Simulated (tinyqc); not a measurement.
Temperatures in a stack of 2 dies with leakage feedback: one step of the calculation.

One-dimensional heat flow to a sink below die 0. The power of each die is released in a plane at its top; from the plane of die j > 0 heat crosses its silicon (ts), a bond layer and the wiring of die j - 1; from die 0 it crosses t0, paste and sink. Copper shares the path through bond and wiring in parallel: k_eff = fm km + (1 - fm) k. Silicon is taken at the temperature of the plane above it. Leakage is P_l exp((T - 350 K)/Tl).

Problem. Resistances per area at 300 K. R = thickness/conductivity for each layer.

Parameters, values chosen for the exercise; conductivities of the order met in silicon, wiring layers, bonds and pastes:
- k0 = 141 W/(m K) (conductivity of silicon at 300 K)
- ts = 100 um (thickness of a thinned die)
- t0 = 500 um (thickness of the die next to the sink)
- tb = 11 um (thickness of the wiring layers)
- kb = 3.9 W/(m K) (conductivity of the wiring layers)
- tg = 1 um (thickness of a bond layer)
- kg = 0.6 W/(m K) (conductivity of the bond dielectric)
- fm = 0.01 (area share of copper through bond and wiring)
- km = 390 W/(m K) (conductivity of copper)
- Rt = 0.06 K cm^2/W (paste and lid)
- Rs = 0.44 K cm^2/W (heat sink)

Wanted: thick die; thinned die; k_eff of the bond; k_eff of the wiring; bond plus wiring; paste plus sink.

Solution.

thick die = 0.035461 K cm^2/W
thinned die = 0.0070922 K cm^2/W
k_eff of the bond = 4.4940 W/(m K)
k_eff of the wiring = 7.7610 W/(m K)
bond plus wiring = 0.016399 K cm^2/W
paste plus sink = 0.50000 K cm^2/W

Numbers from tinyqc (`OMP_NUM_THREADS=1 python tinyqc.py 2162206 2162207 out.jsonl`; about 0.03 s on one thread of a shared Intel Xeon 2.30GHz).
